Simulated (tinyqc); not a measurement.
Sneak paths and read margin.

Worst-case read of an N x N array without selectors, ideal wires, unselected lines floating and all unselected cells in the low state with resistance K Ron: the sneak path is Rsn = K Ron [2/(N - 1) + 1/(N - 1)^2], in parallel with the selected cell Rc. A sense resistor Ron to ground gives Vout = Vr Ron/(Ron + Rc Rsn/(Rc + Rsn)); margin = [Vout(Rc = Ron) - Vout(Rc = ra Ron)]/Vr.

Parameters, values chosen for the exercise:

| symbol | value | unit | meaning |
|---|---|---|---|
| Ron | 10 | kohm | resistance of the low state |
| ra | 30 |  | ratio Roff/Ron |
| K | 1 |  | factor by which unselected cells are more resistive |
| Vr | 0.5 | V | read voltage |

Results:
```
N    Rsn (kohm)  Vout, low state (mV)  Vout, high state (mV)  margin (%)
2         30.00                 285.7                  134.1       30.31
3         12.50                 321.4                  227.3       18.83
4         7.778                 347.8                  284.4       12.69
8         3.061                 405.1                  383.7       4.268
16        1.378                 446.0                  439.7       1.259
32       0.6556                 471.0                  469.3      0.3440
128      0.1581                 492.3                  492.2     0.02305
256     0.07859                 496.1                  496.1    0.005830
```

Estimate the missing row, N = 64.

Computed row:
```
N   Rsn (kohm)  Vout, low state (mV)  Vout, high state (mV)  margin (%)
64      0.3200                 485.0                  484.5     0.09004
```

With this row back in the table: The margin falls from 30.3 to 0.00583 %; a lone cell has 46.8 %. It first drops below 10 % at N = 8 among the rows, where Rsn = 0.31 Ron. Between the last two rows it goes as N^(-1.98).

tinyqc, about 0.01 s, one thread, Intel Xeon 2.30GHz (shared host): `OMP_NUM_THREADS=1 python tinyqc.py 2880109 2880110 out.jsonl`
